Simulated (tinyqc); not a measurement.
# Implanted layer, carriers, mobility and sheet resistance: effects of single changes

An n-type layer from the surface x = 0 to the junction xj, N(x) = N0 exp(-(x - Rp)^2/(2 sg^2)). Local neutrality (no depletion at surface or junction, no spilling of carriers), intrinsic carriers neglected, full ionisation of active dopants.

Inputs (values chosen for the exercise); values close to those of arsenic in silicon over a p-type background:
- T = 300 K (temperature)
- Nb = 3.1e15 cm^-3 (background doping of the opposite type)
- N0 = 1.8e20 cm^-3 (peak chemical concentration)
- m1 = 51.2 cm^2/(V s) (mobility limit at high doping)
- m2 = 1410 cm^2/(V s) (mobility limit at low doping, at 300 K)
- Nr = 1e17 cm^-3 (reference doping of the mobility law)
- am = 0.705 (exponent of the mobility law)
- bt = 1.8 (temperature exponent of m2)
- Ns = 1.99e20 cm^-3 (solubility limit of active dopant)
- sg = 23 nm (straggle after annealing)
- Rp = 21 nm (projected range)

Constants: q = 1.602176634e-19 C. Results are converted to the units shown.

Each table varies one quantity; the others keep the values above.

## Effect of the peak chemical concentration

xj = Rp + sg sqrt(2 ln(N0/Nb)). Active dopant A = min(N, Ns); n = A - Nb; mobility mu = m1 + (m2 (T/300 K)^(-bt) - m1)/(1 + ((A + Nb)/Nr)^am). Dose = integral of N, carrier sheet density = integral of n, 1/Rs = q integral of n mu, mean mobility 1/(q Rs sheet density), Hall mobility (unit Hall factor) = integral of n mu^2 over integral of n mu, Hall sheet density = (integral of n mu)^2/integral of n mu^2; all from 0 to xj. Integrals on 4000 steps.

Effect of the peak chemical concentration:
columns A: N0 (cm^-3); B: xj (nm); C: dose (cm^-2); D: carriers (cm^-2); E: Rs (ohm/square); F: mean mobility (cm^2/(V s)); G: Rs xj (ohm nm); H: Hall/true sheet density
```
A           B         C         D      E      F        G       H
2.7e17  89.75  1.273e12  1.245e12   8777  571.0  7.877e5  0.9648
7.3e17  97.02  3.447e12  3.416e12   4802  380.5  4.658e5  0.9253
2e18    103.7  9.446e12  9.414e12   2744  241.6  2.847e5  0.8775
5.4e18  109.9  2.551e13  2.547e13   1572  155.9  1.727e5  0.8436
1.5e19  115.7  7.086e13  7.082e13  834.3  105.6  9.656e4  0.8430
4e19    121.1  1.890e14  1.889e14  415.1  79.59  5.025e4  0.8765
1.1e20  126.3  5.196e14  5.196e14  183.4  65.50  2.316e4  0.9248
2.9e20  131.0  1.370e15  1.137e15  91.96  59.70  1.205e4  0.9572
8e20    135.8  3.779e15  1.401e15  75.50  59.00  1.025e4  0.9668
```

What does the comparison show?

As N0 goes from 2.7e17 to 8e20, xj rises from 89.7 to 136 nm, Rs falls from 8780 to 75.5 ohm/square, the mean mobility falls from 571 to 59.0 cm^2/(V s) and the share of the dose that conducts goes from 97.8 through a maximum of 100 (at N0 = 1.1e20 among the rows listed) to 37.1 %. Rs goes as dose^(-0.61) at the low end and dose^(-0.19) at the high end; constant mobility and activation would give -1. Above N0 = Ns = 1.99e20 cm^-3 added dopant only widens the clipped top. For N0 = 2.7e17 depletion at the junction, left out, would remove a tenth of the carriers or more.

## Effect of the straggle after annealing

Same model as above.

Integrals on 4000 steps.

Effect of the straggle after annealing:
columns A: sg (nm); B: xj (nm); C: dose (cm^-2); D: carriers (cm^-2); E: Rs (ohm/square); F: mean mobility (cm^2/(V s)); G: Rs xj (ohm nm); H: Hall/true sheet density
```
A        B         C         D      E      F        G       H
5.8  48.17  2.617e14  2.616e14  378.4  63.04  1.823e4  0.9321
8.5  60.81  3.809e14  3.809e14  262.7  62.39  1.597e4  0.9520
13   81.89  5.554e14  5.554e14  182.4  61.62  1.494e4  0.9526
19   110.0  7.419e14  7.419e14  137.1  61.38  1.508e4  0.9482
28   152.1  9.770e14  9.770e14  103.9  61.49  1.581e4  0.9427
42   217.7  1.310e15  1.310e15  77.11  61.78  1.679e4  0.9370
62   311.4  1.770e15  1.769e15  56.82  62.08  1.769e4  0.9324
92   451.9  2.450e15  2.450e15  40.85  62.36  1.846e4  0.9288
```

As sg goes from 5.8 to 92, xj rises from 48.2 to 452 nm, Rs falls from 378 to 40.9 ohm/square, the mean mobility goes from 63.0 through a minimum of 61.4 (at sg = 19 among the rows listed) to 62.4 cm^2/(V s) and the share of the dose that conducts stays near 100 %. The peak N0 is held, so the dose changes too. Rs goes as sg^(-0.81) over the table.

tinyqc, about 0.01 s, one thread, Intel Xeon 2.30GHz (shared host): `OMP_NUM_THREADS=1 python tinyqc.py 2110138 2110139 out.jsonl`
